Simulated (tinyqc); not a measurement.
Inside a calculation. Model: junctionless gate-all-around wire, depletion approximation.

Program tinyqc, `OMP_NUM_THREADS=1 python tinyqc.py 2460012 2460013 out.jsonl`; Intel Xeon 2.30GHz, shared host, one thread, about 0.01 s. Printed values are rounded.

A uniformly doped n-type wire of radius R under a surrounding gate; long channel. Below flat band a shell from radius rc to R is fully depleted and the neutral core, at channel potential V (0 at the source, Vd at the drain), carries the current with constant mobility; s = (rc/R)^2 is the share of the cross-section that conducts. The edge of the depleted shell is taken as abrupt, so there is no subthreshold current.

Parameters, values chosen for the exercise; material values those of a made-up semiconductor: relative permittivity of the semiconductor eps_r = 14; relative permittivity of the gate insulator eox = 9; insulator thickness tox = 8.4 nm; wire radius R = 30 nm; donor density Nd = 1.5e18 cm^-3; flat-band voltage Vfb = 0.55 V; effective mobility in the wire mu = 61 cm^2/(V s); gate length L = 0.05 um; gate voltage Vg = 0.02 V; drain voltage Vd = 0.05 V.

Constants: q = 1.602176634e-19 C, eps0 = 8.8541878128e-14 F/cm where lengths are in cm. Results are converted to the units shown.

## Voltages that deplete the wire

Cox = eps0 eox/(R ln(1 + tox/R)); A = q Nd R^2/(4 eps0 eps_r); B = q Nd R/(2 Cox); VT = Vfb - A - B.

Cox = 1.07602 uF/cm^2
A = 0.436222 V
B = 0.335022 V
VT = -0.221244 V

Of the 0.771 V needed, 43.4 % drops over the insulator. The device is normally on.

## Iteration 1: conducting share at the source by Newton steps

s at the start = 0.2

With V = 0: f = A (1 - s + s ln s) + B (1 - s) - (Vfb - Vg); f' = A ln s - B; s(new) = s - f/f'.

f = -0.0534190 V
f' = -1.03709 V
s after iteration 1 = 0.148492

## Iteration 2: conducting share at the source by Newton steps

As before.

f = 0.00317972 V
f' = -1.16700 V
s after iteration 2 = 0.151216

## Course of the iteration: conducting share at the source by Newton steps

Stop when s changes by less than 1e-11, or after 30 iterations. s must stay positive.

Course of the iteration:
```
iteration         s  |change|
1          0.148492    0.0515
2          0.151216   2.72e-3
3          0.151226   9.35e-6
4          0.151226  1.09e-10
5          0.151226   < 1e-14
```

Converged in 5 iterations. At the end the number of correct digits about doubles with each step.

## Core radius, conductance and current

s0 = 0.151226
sL = 0.110380

s solves Vfb - Vg + V = A (1 - s + s ln s) + B (1 - s), and s = 0 where the left side exceeds A + B. I = (q mu Nd pi R^2/L)[g(s0) - g(sL)], g = A (s^2/4 - (s^2/2) ln s) + B s^2/2, with s0 at V = 0 and sL at V = Vd. rc = R sqrt(s0); the small-signal conductance at Vd = 0 is q mu Nd pi R^2 s0/L.

rc at the source = 11.6663 nm
conductance = 12.5366 uS
I = 0.540599 uA
